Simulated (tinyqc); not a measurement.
Binary melting diagram from solution models of liquid and solid: one step, computed by the program tinyqc. Command: `OMP_NUM_THREADS=1 python tinyqc.py 3015585 3015586 out.jsonl melt walk`. One thread of a shared host (Intel(R) Xeon(R) Processor @ 2.30GHz), about 0.01 s of CPU time with the checks.

x is the fraction of B. In a phase with interaction L: mu_A = G_A + R T ln(1 - x) + L x^2, mu_B = G_B + R T ln x + L (1 - x)^2. Melting: G(liquid) - G(solid) = H (1 - T/T_m) for each pure component.

Problem. Tie line by Newton steps. Equal potentials: F_A = dG_A + R T ln[(1 - xl)/(1 - xs)] + L_L xl^2 - L_S xs^2 = 0, F_B = dG_B + R T ln(xl/xs) + L_L (1 - xl)^2 - L_S (1 - xs)^2 = 0. Newton steps from the ideal values with the exact Jacobian, halved if x would leave (0, 1); stop below 1e-12, residuals under 1e-7 shown as 0.

Inputs (values chosen for the exercise, for a model alloy):
```
quantity,value,unit
melting point T_A,1370,K
melting point T_B,545,K
heat of melting H_A,43.3,kJ/mol
heat of melting H_B,11.1,kJ/mol
liquid interaction L_L,-3.6,kJ/mol
solid interaction L_S,-0.47,kJ/mol
```

Diagram: complete solid solution (lens).

T = 875 K

Constants: R = 8.314462618 J/(mol K).

Give: Iteration; liquidus xl; solidus xs.

Solution.

Iteration:
```
step,xl,xs,F_A (kJ/mol),F_B (kJ/mol)
1,0.9264,0.3678,-3.026e+00,1.684e-01
2,0.8973,0.3641,-4.553e-01,-6.335e-03
3,0.8909,0.3610,-1.343e-02,-6.936e-05
4,0.8907,0.3609,-1.203e-05,0
5,0.8907,0.3609,0,0
```

liquidus xl = 0.8907

solidus xs = 0.3609
